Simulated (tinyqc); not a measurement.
Exchange-split free-electron bands and tunnelling magnetoresistance: sweeps and comparisons. A value that a table varies takes the place of the one given here.

Majority and minority bands E = c k^2/m -/+ Dx/2, c = hbar^2/2m0, so k_up = sqrt(m (EF + Dx/2)/c), k_dn = sqrt(m (EF - Dx/2)/c); n_s = k_s^3/(6 pi^2), D_s = m k_s/(4 pi^2 c).

Barrier: kappa = sqrt(mb phi/c), c = hbar^2/2m0. With a = k1/m, b = k2/m, w = kappa/mb, the transmission at normal incidence is T(k1, k2) = 4 a b w^2/[w^2 (a + b)^2 + (w^2 + a^2)(w^2 + b^2) sinh^2(kappa d)]. Parallel: G_P = T(up, up) + T(dn, dn); antiparallel: G_AP = 2 T(up, dn); TMR = (G_P - G_AP)/G_AP. Julliere: TMR = 2 P^2/(1 - P^2). Slonczewski factor: P_eff = P_k (w^2 - a_up a_dn)/(w^2 + a_up a_dn), P_k = (k_up - k_dn)/(k_up + k_dn).

Constants: hbar^2/2m0 = 3.80998211 eV angstrom^2.

Values chosen for the exercise:
```
symbol  value  unit      meaning
EF      4.13   eV        Fermi energy above the mean band bottom
Dx      6.93   eV        exchange splitting
m       0.91   m0        mass in the electrodes
mb      0.45   m0        mass in the barrier
d       8.7    angstrom  barrier thickness
phi     0.56   eV        barrier height above EF
```

## Barrier height

Results:
```
phi (eV),w (1/angstrom),P_eff,TMR (%),G_P
0.20,0.342,-0.3776,26.89,0.288
0.40,0.483,-0.2557,14.16,0.118
0.70,0.639,-0.1234,3.70,0.0374
1.0,0.764,-0.0287,0.46,0.0142
1.5,0.935,0.0809,1.39,0.00371
2.0,1.080,0.1552,4.95,0.00118
3.0,1.323,0.2496,13.29,0.000171
4.0,1.527,0.3071,20.82,3.27e-05
6.0,1.871,0.3735,32.43,1.99e-06
10,2.415,0.4346,46.58,2.25e-08
```

P_eff vanishes where w^2 = a_up a_dn, at phi = 1.11 eV, inside the table; the lowest TMR listed is 0.46 % at 1 eV. TMR is 26.9 % at the lowest barrier and 46.6 % at the highest, against 83.8 % for Julliere with P_k; P_eff tends to +P_k for very high barriers and to -P_k for very low ones. G_P falls by 7.1 decades.

## Barrier thickness

Results:
```
d (angstrom),kappa d,G_P,G_AP,TMR (%)
1,0.257,1.80,1.31,37.24
2,0.514,1.37,1.07,28.00
3,0.772,0.948,0.790,20.03
4,1.029,0.618,0.539,14.71
6,1.543,0.241,0.220,9.50
8,2.057,0.0888,0.0825,7.65
10,2.572,0.0321,0.0300,7.00
13,3.343,0.00690,0.00646,6.72
16,4.115,0.00148,0.00138,6.65
20,5.144,0.000189,0.000177,6.64
```

For thick barriers each angstrom costs a factor exp(2 kappa) = 1.67 in both conductances, and TMR settles at 6.64 % (the interface factor, which vanishes at (kappa/mb)^2 = k_up k_dn/m^2, reduces it below the value from the polarisation of k alone); it is within 0.1 point of that from d = 13 angstrom on. At 1 angstrom it is 37.24 %, where the barrier is thin and the mismatch of k_up and k_dn starts to rule, as it does fully for d -> 0.

## Exchange splitting

Dx takes the listed multiples of 2 EF.

Results:
```
Dx/(2 EF),k_up,k_dn,P_k,P_eff,TMR (%)
0.10,1.0417,0.9422,0.0501,-0.0285,0.16
0.20,1.0880,0.8883,0.1010,-0.0568,0.62
0.35,1.1540,0.8007,0.1807,-0.0989,1.90
0.50,1.2164,0.7023,0.2679,-0.1391,3.82
0.65,1.2758,0.5876,0.3693,-0.1735,6.14
0.80,1.3325,0.4442,0.5000,-0.1863,7.60
0.90,1.3690,0.3141,0.6268,-0.1427,5.62
0.97,1.3940,0.1720,0.7803,0.0469,3.21
```

P_k rises from 0.050 to 0.780, and TMR goes from 0.16 % to 3.2 %, not steadily: its largest value is 7.60 % at 0.8 and its smallest 0.16 % at 0.1; P_eff changes sign along the table. At Dx = 2 EF the minority band is empty (a half metal) and G_AP vanishes.

## What moves the magnetoresistance

All results formed anew. Each row changes one parameter from the base and keeps the others.

Results:
```
case,P_k,P_eff,TMR (%),G_P
base,0.5433,-0.1792,7.35,0.0623
Dx = 7.277 eV,0.5980,-0.1592,6.38,0.0582
EF = 4.543 eV,0.4632,-0.2055,8.88,0.0644
phi = 0.728 eV,0.5433,-0.1132,3.18,0.0339
mb = 0.36 m0,0.5433,-0.1234,4.75,0.100
d = 10.7 angstrom,0.5433,-0.1792,6.89,0.0224
m = 1.092 m0,0.5433,-0.1339,4.63,0.0630
```

The largest shifts from the base row, up to three for each result and ties (the steps differ in size, so this ranks the rows, not the parameters). P_k: EF -0.0802, Dx +0.0547; unchanged at the printed digits by phi, mb, d and m. P_eff: phi +0.0660, mb +0.0558, m +0.0454; unchanged at the printed digits by d. TMR (%): phi -4.17, m -2.71, mb -2.60. G_P: d -0.0398, mb +0.0382, phi -0.0284.

Run: tinyqc, `OMP_NUM_THREADS=1 python tinyqc.py 1650228 1650229 out.jsonl`; Intel(R) Xeon(R) Processor @ 2.30GHz, one thread, shared host; about 0.01 s of CPU time with all checks.
